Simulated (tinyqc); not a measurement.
Inside a calculation. Model: thin-film transistor with exponential tail and deep states, accumulation layer.

tinyqc, about 0.02 s, one thread, Intel Xeon 2.30GHz (shared host): `OMP_NUM_THREADS=1 python tinyqc.py 2610014 2610015 out.jsonl` Printed values are rounded.

An undoped film in accumulation, thicker than the space-charge layer. With band bending psi the Fermi level lies E0 - psi below the band edge. Free electrons n = n0 exp(psi/Vt) carry the current; electrons in two exponential distributions of traps, a = a0 exp(psi/Va) and d = d0 exp(psi/Vp), do not. Linear regime, ohmic contacts, traps in equilibrium.

Inputs (values chosen for the exercise); values close to those of amorphous silicon: temperature T = 250 K; relative permittivity of the semiconductor eps_r = 11.8; density of extended states Nc = 5.8e19 cm^-3; band mobility mb = 8 cm^2/(V s); total density of tail states Nt = 9.9e19 cm^-3; characteristic temperature of the tail Tt = 310 K; total density of deep states Nd = 5e17 cm^-3; characteristic temperature of the deep states Td = 990 K; bulk Fermi level below the band edge E0 = 0.51 eV; gate capacitance Ci = 35 nF/cm^2; ratio W/L WL = 5; drain voltage Vd = 0.2 V; gate voltage above flat band Vg = 7.6 V.

Constants: q = 1.602176634e-19 C, kB = 1.380649e-23 J/K, Vt = kB T/q, eps0 = 8.8541878128e-14 F/cm where lengths are in cm. Results are converted to the units shown.

Range of the model: The th form assumes a Fermi level far below the band edge; at the surface it overcounts the filled tail by a factor of about 1.5.

## Bulk densities

Va = kB Tt/q, Vp = kB Td/q; n0 = Nc exp(-E0/Vt), a0 = Nt th(T/Tt) exp(-E0/Va), d0 = Nd th(T/Td) exp(-E0/Vp), th(x) = pi x/sin(pi x).

Va = 0.0267137 V
Vp = 0.0853116 V
th(T/Tt) = 4.43494
n0 = 3.03585e9 cm^-3
a0 = 2.24530e12 cm^-3
d0 = 1.41017e15 cm^-3

## Iteration 1: surface potential by Newton steps

psi at the start = 0.41 V

Va = kB Tt/q, Vp = kB Td/q. G(psi) = sum over the three kinds of c0 [V (exp(psi/V) - 1) - psi], field F = sqrt(2 q G/(eps0 eps_r)); Vg = psi + eps0 eps_r F/Ci at the surface. f = psi + eps0 eps_r F/Ci - Vg, f' = 1 + q rho/(Ci F) with rho = sum c0 (exp(psi/V) - 1); psi(new) = psi - f/f'.

F = 305.204 kV/cm
f = 1.92071 V
f' = 167.849
psi after iteration 1 = 0.398557 V

## Iteration 2: surface potential by Newton steps

As before.

F = 247.778 kV/cm
f = 0.195053 V
f' = 134.953
psi after iteration 2 = 0.397112 V

## Course of the iteration: surface potential by Newton steps

Stop when psi changes by less than 1e-10 V, or after 30 iterations. psi must stay between 0 and 5 V.

Course of the iteration:

| iteration | psi (V) | \|change\| (V) |
|---|---|---|
| 1 | 0.398557 | 0.0114 |
| 2 | 0.397112 | 1.45e-3 |
| 3 | 0.397091 | 2.03e-5 |
| 4 | 0.397091 | 3.92e-9 |
| 5 | 0.397091 | < 1e-14 |

Converged in 5 iterations. At the end the number of correct digits about doubles with each step.

## Free and total charge, current

psi_s = 0.397091 V

Va = kB Tt/q, Vp = kB Td/q. G(psi) = sum over the three kinds of c0 [V (exp(psi/V) - 1) - psi], field F = sqrt(2 q G/(eps0 eps_r)); Vg = psi + eps0 eps_r F/Ci at the surface. Total charge Q = Ci (Vg - psi_s); free charge Qf = q times the integral of n0 (exp(psi/Vt) - 1)/F over psi from 0 to psi_s; I = (W/L) mb Qf Vd; effective mobility mb Qf/Q.

surface densities (cm^-3): free 3.07106e17, tail 6.41101e18, deep 1.48163e17
Q = 252.102 nC/cm^2
Qf = 6.91411 nC/cm^2
effective mobility = 0.219407 cm^2/(V s)
I = 55.3129 nA

2.74 % of the induced charge is free, against 4.47 % of the electrons right at the surface.
